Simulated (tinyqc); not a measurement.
Quasi-harmonic thermal expansion with mode Grueneisen parameters: one step, computed by the program tinyqc.

A crystal with two atoms a cell; per atom there are 1 transverse acoustic (TA), 1/2 longitudinal acoustic (LA) and 3/2 optical (O) modes. Every frequency of group i scales as nu_i (V/V0)^(-gamma_i). The acoustic groups have Debye spectra, density 3 nu^2/nu_i^3 up to nu_i (40 Gauss-Legendre points); the optical group has one frequency. Static energy: E = (9 V0 B0/16) [y^3 B' + y^2 (2 - 4 y)], y = (V0/V)^(2/3) - 1, with pressure P_s = (3 B0/2) (z^7 - z^5) [1 + (3/4)(B' - 4)(z^2 - 1)], z = (V0/V)^(1/3).

Task: Mode groups at the static volume. For a mode with x = h nu/(k_B T), n = 1/(exp(x) - 1): U = h nu (n + 1/2), C/k_B = x^2 n (n + 1); U_i and C_i sum these over group i with its weight per atom. Phonon pressure P_ph = sum_i gamma_i U_i/V.

Inputs (values chosen for the exercise, modelled on zinc selenide): static volume V0 = 22.8 angstrom^3/atom; frequency nu_TA = 2.06 THz; frequency nu_LA = 4.92 THz; frequency nu_O = 7.08 THz; Grueneisen parameter gamma_TA = -1.1; Grueneisen parameter gamma_LA = 1.1; Grueneisen parameter gamma_O = 1.4; temperature T = 300 K.

Acoustic groups: Debye.

Constants: h x 1 THz = 4.135667696 meV; k_B = 8.617333262e-05 eV/K; 1 eV/angstrom^3 = 160.2176634 GPa.

Give: Groups; phonon pressure at V0.

Result:

Groups:
```
group  h nu_i/(k_B T)  U_i (meV)  C_i (k_B)  gamma_i C_i (k_B)
TA             0.3295      25.99     0.9946             -1.094
LA             0.7871      13.32     0.4848             0.5333
O               1.133      42.84      1.349              1.889
```

phonon pressure at V0 = 0.3235 GPa
